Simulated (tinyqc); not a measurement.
Inputs raised by 10 %, one at a time: Bloch-Grueneisen resistivity of a metal. Computed by tinyqc, a small Python program. Command: `OMP_NUM_THREADS=1 python tinyqc.py 3002490 3002491 out.jsonl bg sens`. One thread of a shared host (Intel(R) Xeon(R) Processor @ 2.30GHz), about 0.01 s of CPU time with the checks.

Electrons scatter from a Debye spectrum of phonons (n = 5 for scattering within one band, n = 3 for scattering into a second, heavy band) and from static defects.

Inputs (values chosen for the exercise, modelled on aluminium):
```
quantity                      value         unit
exponent n                        5            -
Debye temperature Theta         398            K
transport coupling lambda_tr   0.35            -
Drude plasma energy hbar w_p     12           eV
residual resistivity rho_0    0.029  microohm cm
temperature T                   295            K
```

Addition: none.

Constants: k_B = 1.380649e-23 J/K; hbar = 1.054571817e-34 J s; eps_0 = 8.8541878128e-12 F/m; hbar = 6.582119569e-16 eV s; k_B = 8.617333262e-05 eV/K.

Method:
- rho_ph = (n - 1) rho_1 (T/Theta)^n J_n(Theta/T), with rho_1 = 2 pi lambda_tr k_B Theta/(hbar eps_0 w_p^2), the high-temperature line at T = Theta.
- J_n(y) = int_0^y x^n e^x/(e^x - 1)^2 dx, by 96 Gauss-Legendre points (upper limit at most 60).
- Matthiessen's rule: rho = rho_0 + rho_ph.
- Temperature coefficient (1/rho) d rho/dT by a central difference of +/- 0.5 K; residual ratio rho(295 K)/rho(4.2 K); scattering time tau = 1/(eps_0 w_p^2 rho); Wiedemann-Franz kappa = L_0 T/rho, L_0 = (pi^2/3)(k_B/e)^2.

Runs; columns: (1) input moved; (2) from; (3) to; (4) resistivity rho (microohm cm); (5) residual resistance ratio; (6) phonon resistivity rho_ph (microohm cm); (7) Wiedemann-Franz conductivity (W/(m K)):
```
(1)                                         (2)     (3)     (4)     (5)     (6)     (7)
base run                                      -       -  2.6420   91.10  2.6130  272.78
Debye temperature Theta (K)                 398   437.8  2.5891   89.28  2.5601  278.35
transport coupling lambda_tr               0.35   0.385  2.9033  100.11  2.8743  248.23
Drude plasma energy hbar w_p (eV)            12    13.2  2.1885   75.46  2.1595  329.31
residual resistivity rho_0 (microohm cm)  0.029  0.0319  2.6449   82.91  2.6130  272.48
temperature T (K)                           295   324.5  2.9526   91.10  2.9236  268.50
```

Exponents ln(y'/y) / ln(x'/x):
```
input                         resistivity rho  residual resistance ratio  phonon resistivity rho_ph  Wiedemann-Franz conductivity
Debye temperature Theta                -0.212                     -0.212                     -0.214                         0.212
transport coupling lambda_tr            0.990                      0.990                      1.000                        -0.990
Drude plasma energy hbar w_p           -1.976                     -1.976                     -2.000                         1.976
residual resistivity rho_0              0.012                     -0.988                      0.000                        -0.012
temperature T                           1.166                      0.000                      1.178                        -0.166
```

Among the inputs moved here: resistivity rho answers most in size to Drude plasma energy hbar w_p (exponent -1.976), next to temperature T (+1.166). Residual resistance ratio answers most in size to Drude plasma energy hbar w_p (exponent -1.976), next to transport coupling lambda_tr (+0.990); its exponent is below 0.0005 for temperature T. Its exponent -0.988 in residual resistivity rho_0: a clean metal, where the ratio is rho(295 K)/rho_0. Phonon resistivity rho_ph answers most in size to Drude plasma energy hbar w_p (exponent -2.000), next to temperature T (+1.178); its exponent is below 0.0005 for residual resistivity rho_0. Its exponent +1.000 in transport coupling lambda_tr: the rate is proportional to the coupling. Its exponent -2.000 in Drude plasma energy hbar w_p: rho = 1/(eps_0 w_p^2 tau). Wiedemann-Franz conductivity answers most in size to Drude plasma energy hbar w_p (exponent +1.976), next to transport coupling lambda_tr (-0.990).
